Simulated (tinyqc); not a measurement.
Trap density and scattering coefficient from 1/f noise.

Problem. f S = K0 (1 + ac mu Cox I/gm)^2 with K0 = q^2 Vt lt Nt/(W L Cox^2), Vt in eV and Nt per eV. Find K0, Nt and ac.

Values chosen for this exercise:
- T = 400 K (temperature)
- L = 130 nm (gate length)
- W = 10 um (total gate width)
- Cox = 1.72 uF/cm^2 (gate capacitance)
- mu = 120 cm^2/(V s) (mobility)
- lt = 0.1 nm (tunnelling length into the oxide)

Constants: q = 1.602176634e-19 C, kB = 1.380649e-23 J/K, Vt = kB T/q. Results are converted to the units shown.

I/gm at two biases (V): 0.0468032326  0.226164124
f S at these biases (V^2): 1.36029117e-10  1.46187250e-10

Answer. sqrt(f S) is linear in I/gm: the intercept is sqrt(K0), and slope over intercept is ac mu Cox.

K0 = 1.33e-10 V^2
Nt = 5.80e17 cm^-3 eV^-1
ac = 1.00e3 V s/C

Program tinyqc, `OMP_NUM_THREADS=1 python tinyqc.py 2150058 2150059 out.jsonl`; Intel Xeon 2.30GHz, shared host, one thread, about 0.01 s.
